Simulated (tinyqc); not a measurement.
Changing the temperature T: defect equilibria of an oxide against oxygen pressure (mass action). Computed by tinyqc, a small Python program. Command: `OMP_NUM_THREADS=1 python tinyqc.py 3019689 3019690 out.jsonl brouwer sweep`. One thread of a shared host (Intel(R) Xeon(R) Processor @ 2.30GHz), about 0.01 s of CPU time with the checks.

Defects: oxygen vacancies V (charge +2), electrons n, holes p, the ionic partner X = V_M'' (charge -2). Activities are taken equal to concentrations.

Inputs (values chosen for the exercise, for a model oxide):

| quantity | value | unit |
|---|---|---|
| reduction enthalpy H_r | 3.75 | eV |
| prefactor K_r0 | 1.1e+67 | cm^-9 atm^(1/2) |
| gap E_g | 3.63 | eV |
| prefactor N_c N_v | 1e+42 | cm^-6 |
| disorder enthalpy H_s | 4.33 | eV |
| prefactor K_s0 | 8.1e+45 | cm^-6 |
| oxygen pressure P | 9e-18 | atm |
| electron mobility mu_n | 0.029 | cm^2/(V s) |
| hole mobility mu_p | 0.01 | cm^2/(V s) |
| vacancy diffusion prefactor D_0 | 0.2 | cm^2/s |
| vacancy migration energy E_m | 0.74 | eV |

Ionic disorder: Schottky, oxide MO. Dopant (singly charged, fully ionised): none.

Constants: k_B = 8.617333262e-05 eV/K; e = 1.602176634e-19 C.

Method:
- K_r = K_r0 exp(-H_r/k_B T) = [V] n^2 P^(1/2); K_i = N_c N_v exp(-E_g/k_B T) = n p; K_s = K_s0 exp(-H_s/k_B T) = [X] [V].
- Neutrality: 2 [V] + p = n + 2 [X]. With n as the unknown, [V] = K_r/(n^2 P^(1/2)), p = K_i/n, [X] = K_s/[V]; the log ratio is ln(positive/negative).
- The root is found by 60 bisections in ln n between n = 1e-10 and 1e25 cm^-3.
- sigma_n = e n mu_n, sigma_p = e p mu_p, sigma_ion = 2 e [V] mu_V with mu_V = 2 e D/(k_B T) and D = D_0 exp(-E_m/k_B T); only the oxygen vacancies carry ionic current, and the ionic transport number is sigma_ion over the total.

One run for each value:

| temperature T (K) | n (cm^-3) | [V] (cm^-3) | p (cm^-3) | total conductivity (S/cm) | ionic transport number |
|---|---|---|---|---|---|
| 700 | 1.9446e+16 | 9.7230e+15 | 3.7698e-01 | 9.0449e-05 | 0.00107 |
| 800 | 2.5929e+17 | 1.2964e+17 | 5.2267e+01 | 1.2100e-03 | 0.00434 |
| 900 | 1.9442e+18 | 9.7210e+17 | 2.4219e+03 | 9.1487e-03 | 0.01261 |
| 1000 | 9.7434e+18 | 4.8717e+18 | 5.2107e+04 | 4.6622e-02 | 0.02898 |
| 1100 | 3.6426e+19 | 1.8213e+19 | 6.4168e+05 | 1.7927e-01 | 0.05591 |
| 1200 | 1.0931e+20 | 5.4656e+19 | 5.2000e+06 | 5.6074e-01 | 0.09424 |
| 1300 | 2.7701e+20 | 1.3850e+20 | 3.0542e+07 | 1.5014e+00 | 0.14277 |
| 1400 | 6.1466e+20 | 3.0733e+20 | 1.3930e+08 | 3.5639e+00 | 0.19865 |
| 1500 | 1.2264e+21 | 6.1318e+20 | 5.1894e+08 | 7.6825e+00 | 0.25830 |

Over the rows, n (cm^-3) rises from 1.94e16 to 1.23e21 (exponent d ln y / d ln x 19 between the first rows and 10 between the last); [V] (cm^-3) rises from 9.72e15 to 6.13e20 (exponent d ln y / d ln x 19 between the first rows and 10 between the last); p (cm^-3) rises from 0.377 to 5.19e8 (exponent d ln y / d ln x 37 between the first rows and 19 between the last). A line through ln n against 1/(k_B T) gives 1.250 eV, close to H_r/3 = 1.250 eV, as n = 2 [V] implies.

Caution (rows 1300, 1400, 1500): one of n, p, [V] and [X] is above 2e20 cm^-3, near 1 % of the sites of a usual oxide, where defects associate and the ideal mass-action laws fail. Caution (rows 1400, 1500): the carrier density is near sqrt(N_c N_v), where the carriers are degenerate and n p = K_i fails.
